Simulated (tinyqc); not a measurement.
# Worked calculation: long-channel MOSFET, surface-potential model

Numbers from tinyqc (`OMP_NUM_THREADS=1 python tinyqc.py 2360096 2360097 out.jsonl`; about 0.03 s on one thread of a shared Intel Xeon 2.30GHz). Printed values are rounded.

n-channel transistor on a uniformly doped p-type body, gradual-channel approximation, constant mobility, Boltzmann statistics, full ionisation. Potentials are counted from the neutral body; V is the electron quasi-Fermi potential, Vsb at the source and Vsb + Vds at the drain. Charges are magnitudes per area.

Inputs (values chosen for the exercise); material values close to those of germanium:

| symbol | value | unit | meaning |
|---|---|---|---|
| T | 300 | K | temperature |
| Eg | 0.67 | eV | band gap |
| eps_r | 15.9 |  | relative permittivity of the semiconductor |
| Nc | 1.06e19 | cm^-3 | conduction-band density of states at T |
| Nv | 5.93e18 | cm^-3 | valence-band density of states at T |
| Na | 6.4e17 | cm^-3 | acceptor density of the body |
| eox | 24.3 |  | relative permittivity of the gate insulator |
| tox | 110 | nm | insulator thickness |
| Vfb | -0.29 | V | flat-band voltage |
| mu | 240 | cm^2/(V s) | channel mobility |
| W | 1 | um | gate width |
| L | 2 | um | gate length |
| Vsb | 1 | V | source-body reverse bias |
| Vgs | 4.82 | V | gate-source voltage |
| Vds | 0.2 | V | drain-source voltage |

Constants: q = 1.602176634e-19 C, kB = 1.380649e-23 J/K, Vt = kB T/q, eps0 = 8.8541878128e-14 F/cm where lengths are in cm. Results are converted to the units shown.

Range of the model: The surface electron density at the source passes 0.3 Nc, where degeneracy, left out here, matters.

## Body potential, insulator capacitance and body factor

ni = sqrt(Nc Nv) exp(-Eg/(2 Vt)), Eg in volts; phiF = Vt ln(Na/ni); Cox = eps0 eox/tox; gamma = sqrt(2 q eps0 eps_r Na)/Cox. VT = Vfb + 2 phiF + gamma sqrt(2 phiF + Vsb), m = 1 + gamma/(2 sqrt(2 phiF + Vsb)).

ni = 1.868220e13 cm^-3
phiF = 0.2699376 V
Cox = 0.1955971 uF/cm^2
gamma = 2.747077 V^0.5
VT = 3.658770 V
m = 2.106874

## Iteration 1: surface potential at the source by Newton steps

psi at the start (the smaller of 2 phiF + Vsb + 4 Vt and the root without inversion charge) = 1.643280 V

With V = Vsb: G = psi - Vt + Vt e, e = exp((psi - 2 phiF - Vsb)/Vt); f = Vgs + Vsb - Vfb - psi - gamma sqrt(G); f' = -1 - gamma (1 + e)/(2 sqrt(G)); psi(new) = psi - f/f'.

G = 3.028725 V
f = -0.3140817 V
f' = -44.87515
psi after iteration 1 = 1.636281 V

## Iteration 2: surface potential at the source by Newton steps

As before.

G = 2.686994 V
f = -0.02930374 V
f' = -36.73216
psi after iteration 2 = 1.635483 V

## Course of the iteration: surface potential at the source by Newton steps

Stop when psi changes by less than 1e-10 V, or after 40 iterations.

Course of the iteration:
```
iteration   psi (V)  |change| (V)
1          1.636281       7.00e-3
2          1.635483       7.98e-4
3          1.635474       9.39e-6
4          1.635474       1.28e-9
5          1.635474       < 1e-15
```

Converged in 5 iterations. At the end the number of correct digits about doubles with each step.

## Charges and current of the charge-sheet model

psi_0 = 1.635474 V
psi_L = 1.822783 V

psi_0 and psi_L solve Vgs + Vsb - Vfb - psi = gamma sqrt(G) at V = Vsb and Vsb + Vds. Qi = Cox gamma [sqrt(G) - sqrt(psi - Vt)], G = psi - Vt + Vt exp((psi - 2 phiF - V)/Vt), at both ends. With U = Vgs + Vsb - Vfb: drift = mu (W/L) Cox [U (psi_L - psi_0) - (psi_L^2 - psi_0^2)/2 - (2/3) gamma ((psi_L - Vt)^1.5 - (psi_0 - Vt)^1.5)]; diffusion = mu (W/L) Vt (Qi0 - QiL).

Qi0 = 193.5014 nC/cm^2
QiL = 118.2912 nC/cm^2
drift current = 3.500126 uA
diffusion current = 0.2333203 uA
drain current = 3.733446 uA

Drift carries 93.8 % of the current.

## Inversion charge along the channel

V, point 0 to 6 (V): 1  1.033333  1.066667  1.1  1.133333  1.166667  1.2

The surface potential psi at channel potential V solves Vgs + Vsb - Vfb - psi = gamma sqrt(G), G = psi - Vt + Vt exp((psi - 2 phiF - V)/Vt). Charge sheet: Qi = Cox gamma [sqrt(G) - sqrt(psi - Vt)]. Pao-Sah: Qi = (Cox gamma/2) integral from 3 Vt to psi of exp((u - 2 phiF - V)/Vt)/sqrt(G(u, V)) du.

```
point   psi (V)  Qi, charge sheet (nC/cm^2)  Qi, Pao-Sah (nC/cm^2)
0      1.635474                    193.5014               194.9923
1      1.667042                    180.6744               182.0455
2      1.698495                    167.9574               169.2132
3      1.729818                    155.3543               156.4992
4      1.760990                    142.8704               143.9085
5      1.791989                    130.5129               131.4482
6      1.822783                    118.2912               119.1276
```

At the source the charge-sheet charge is 0.76 % below the Pao-Sah one.

## Pao-Sah current by Simpson's rule

I = mu (W/L) integral of Qi dV; Simpson's rule on the 7 points, step Vds/6, weights 1, 4, 2, ..., 4, 1 times step/3.

Pao-Sah current = 3.760447 uA

Gauss-Legendre quadrature on many points gives 3.760 uA, so this value is within 0.01 % of it; the charge-sheet current, 3.733 uA, is 0.72 % below it.
